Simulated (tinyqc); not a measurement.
Tight binding, dimerised chain, step by step. One step of it, computed by the program tinyqc.

Problem. Levels at k. Diagonalise the Hermitian matrix.

H(k) at k (eV), order A, B:
$$\begin{pmatrix}
0.560000 & -2.814090+1.244355i \\
-2.814090-1.244355i & -0.560000
\end{pmatrix}$$

Give: eigenvalues; weights |c|^2 of the basis functions.

Solution.

eigenvalues (eV): [-3.1275, 3.1275]

weights |c|^2 of the basis functions, order A, B:
$$\begin{pmatrix}
0.4105 & 0.5895 \\
0.5895 & 0.4105
\end{pmatrix}$$
